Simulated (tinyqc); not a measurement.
Inside a calculation. Method: Pariser-Parr-Pople SCF with singles CI, for the molecule C=CC(=C)C=CN (SMILES; centres numbered as the heavy atoms are written). One step of it, computed by the program tinyqc.

Question. Iteration 1: Fock matrix. F_rr = H_rr + P_rr gamma_rr / 2 + sum_(s != r) P_ss gamma_rs; F_rs = H_rs - P_rs gamma_rs / 2; E = tr P (H + F) / 2 + core repulsion sum_(r<s) z_r z_s gamma_rs.

P at the start, lower triangle:
```
           1C         2C         3C         4C         5C        6C        7N
1C   1.000000
2C   0.915639   1.000000
3C   0.000000   0.397542   1.000000
4C  -0.327763   0.000000   0.725306   1.327636
5C  -0.190333   0.000000   0.528159  -0.327636   1.327636
6C   0.000000  -0.059716   0.000000  -0.197147   0.597650  1.000000
7N   0.133980   0.000000  -0.192197   0.336073  -0.336073  0.774843  1.344727
```

core matrix H (eV), lower triangle:
```
            1C          2C          3C          4C          5C          6C          7N
1C  -40.480026
2C   -2.390000  -45.862342
3C    0.000000   -2.390000  -51.698799
4C    0.000000    0.000000   -2.390000  -43.590177
5C    0.000000    0.000000   -2.390000    0.000000  -52.022028
6C    0.000000    0.000000    0.000000    0.000000   -2.390000  -51.492017
7N    0.000000    0.000000    0.000000    0.000000    0.000000   -2.330000  -53.932497
```

repulsion gamma_rs (eV), lower triangle:
```
           1C         2C         3C         4C         5C         6C         7N
1C  12.180000
2C   7.858587  12.180000
3C   5.337967   7.860311  12.180000
4C   3.703901   5.339064   7.859047  12.180000
5C   4.738107   5.339327   7.859327   5.338139  12.180000
6C   3.300184   3.703952   5.337566   4.737447   7.857271  12.180000
7N   2.795639   2.905551   3.747290   3.331290   5.469928   8.302799  15.920000
```

Centres (angstrom, eV; a flat drawing with bonds scaled to 1.40 angstrom):
```
centre          x          y  core charge z          W   gamma_rr
1C       2.125000   1.416000              1   9.950000  12.180000
2C       1.928000   0.030000              1   9.950000  12.180000
3C       0.630000  -0.493000              1   9.950000  12.180000
4C       0.434000  -1.879000              1   9.950000  12.180000
5C      -0.472000   0.370000              1   9.950000  12.180000
6C      -1.771000  -0.153000              1   9.950000  12.180000
7N      -2.873000   0.709000              2  27.380000  15.920000
```

Give: F; pi energy.

Answer.

F (eV), lower triangle:
```
         1C       2C       3C       4C       5C       6C        7N
1C  -2.9260
2C  -5.9878  -2.2653
3C   0.0000  -3.9524  -1.1656
4C   0.6070   0.0000  -5.2401  -2.2986
5C   0.4509   0.0000  -4.4655   0.8745  -3.7000
6C   0.0000   0.1106   0.0000   0.4670  -4.7379  -5.1741
7N  -0.1873   0.0000   0.3601  -0.5598   0.9191  -5.5467  -13.7924
```

pi energy = -105.2156 eV
